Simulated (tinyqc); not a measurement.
## Bandgap voltage reference from two bipolar transistors: output against temperature

Two transistors of area 1 and N carry the same current I. Is(T) = Is (T/T0)^eta exp[(Vg0 q/kB)(1/T0 - 1/T)], VBE1 = Vt ln(I/Is(T)) + I rb, VBE2 = Vt ln(I/(N Is(T))) + I rb/N. The amplifier forces I R1(T) = VBE1 - VBE2 + Vos, with R(T) = R (1 + tc (T - T0)) for both resistors, and the output is Vref = VBE1 + I R2(T). Base currents and the Early effect are neglected.

Vt = kB T/q; I = (Vt ln N + Vos)/(R1(T) - rb (1 - 1/N)).

Parameters, values chosen for the exercise; values of the order met in silicon bipolar transistors:
```
symbol,value,unit,meaning
T0,323,K,reference temperature
Vg0,1.188,V,band-gap voltage extrapolated to 0 K
eta,4.3,,temperature exponent of the saturation current
Is,1.2e-16,A,saturation current of the unit transistor at T0
N,8,,area ratio of the second transistor
R1,5.1,kohm,"resistor across which the difference of VBE falls, at T0"
tc,0,ppm/K,temperature coefficient of both resistors
Vos,0,mV,offset of the amplifier
rb,73,ohm,series resistance of the unit transistor
R2,51.55,kohm,output resistor at T0
```

Constants: q = 1.602176634e-19 C, kB = 1.380649e-23 J/K. Results are converted to the units shown.

Result of one run:
```
T (K),I (uA),VBE1 (V),I R2 (V),Vref (V),Vref - Vref(T0) (mV),dVref/dT (uV/K)
348,12.382,0.65984,0.63831,1.2981,1.0653,32.143
```

What becomes of these results when the temperature T is changed from 348 to 423 K, all else the same?

Result of the changed run:
```
T (K),I (uA),VBE1 (V),I R2 (V),Vref (V),Vref - Vref(T0) (mV),dVref/dT (uV/K)
423,15.051,0.52253,0.77588,1.2984,1.3270,-23.358
```

The whole series:
```
T (K),I (uA),VBE1 (V),I R2 (V),Vref (V),Vref - Vref(T0) (mV),dVref/dT (uV/K)
218,7.7567,0.88613,0.39986,1.2860,-11.087,165.15
233,8.2905,0.86095,0.42737,1.2883,-8.7533,146.22
253,9.0021,0.82696,0.46406,1.2910,-6.0663,122.80
273,9.7137,0.79251,0.50074,1.2933,-3.8293,101.17
298,10.603,0.74887,0.54660,1.2955,-1.6161,76.251
323,11.493,0.70463,0.59245,1.2971,0,53.343
348,12.382,0.65984,0.63831,1.2981,1.0653,32.143
373,13.272,0.61454,0.68416,1.2987,1.6194,12.414
398,14.161,0.56876,0.73002,1.2988,1.6966,-6.0342
423,15.051,0.52253,0.77588,1.2984,1.3270,-23.358
```

VBE1 falls by 1.77 mV/K on average and I R2 rises by 1.83 mV/K. The slope of Vref vanishes at T = 390 K. Between 233 and 398 K Vref spans 10.5 mV, or 49.0 ppm/K by the box method (span over the average over T, over 165 K).

Numbers from tinyqc (`OMP_NUM_THREADS=1 python tinyqc.py 2062022 2062023 out.jsonl`; about 0.02 s on one thread of a shared Intel Xeon 2.30GHz).
